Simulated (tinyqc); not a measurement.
Voltage drop against the pad pitch.

A grid of 17 by 17 nodes with segments Rx (rows) and Ry (columns); every node draws I1 and the central node kh I1; pads with resistance Rp sit at the nodes whose row and column are multiples of the pitch, counting from 0. The drops u = Vdd - V follow from G u = i, with G the conductance matrix and i the load currents, solved directly.

Inputs (values chosen for the exercise):

| symbol | value | unit | meaning |
|---|---|---|---|
| Vdd | 0.65 | V | supply voltage |
| Rx | 1.1 | ohm | resistance of a horizontal segment |
| Ry | 0.25 | ohm | resistance of a vertical segment |
| Rp | 0.058 | ohm | resistance from a pad node to the supply |
| kh | 5 |  | factor on the load at the hot node |
| I1 | 1.2 | mA | load current of a node in the large grid |

Result of one run:

| pitch (nodes) | pads | worst drop (mV) | mean drop (mV) | largest drop at a pad (mV) | largest pad current (mA) | worst drop over Vdd (%) |
|---|---|---|---|---|---|---|
| 2 | 81 | 1.129 | 0.6906 | 0.4891 | 8.432 | 0.1737 |

What becomes of these results when the pad pitch is changed from 2 to 4 nodes, all else the same?

Result of the changed run:

| pitch (nodes) | pads | worst drop (mV) | mean drop (mV) | largest drop at a pad (mV) | largest pad current (mA) | worst drop over Vdd (%) |
|---|---|---|---|---|---|---|
| 4 | 25 | 4.899 | 3.486 | 1.308 | 22.56 | 0.7537 |

The whole series:

| pitch (nodes) | pads | worst drop (mV) | mean drop (mV) | largest drop at a pad (mV) | largest pad current (mA) | worst drop over Vdd (%) |
|---|---|---|---|---|---|---|
| 1 | 289 | 0.2558 | 0.07056 | 0.2558 | 4.411 | 0.03936 |
| 2 | 81 | 1.129 | 0.6906 | 0.4891 | 8.432 | 0.1737 |
| 4 | 25 | 4.899 | 3.486 | 1.308 | 22.56 | 0.7537 |
| 8 | 9 | 19.74 | 15.51 | 4.017 | 69.25 | 3.038 |
| 16 | 4 | 80.94 | 63.50 | 5.098 | 87.90 | 12.45 |

The worst drop goes from 0.256 to 80.9 mV while the number of pads falls from 289 to 4; between the last two rows it goes as pitch^(2.04). The largest drop at a pad is 100 % of the worst drop in the first row and 6.30 % in the last; the rest falls along the wires.

Program tinyqc, `OMP_NUM_THREADS=1 python tinyqc.py 2770161 2770162 out.jsonl`; Intel Xeon 2.30GHz, shared host, one thread, about 0.1 s.
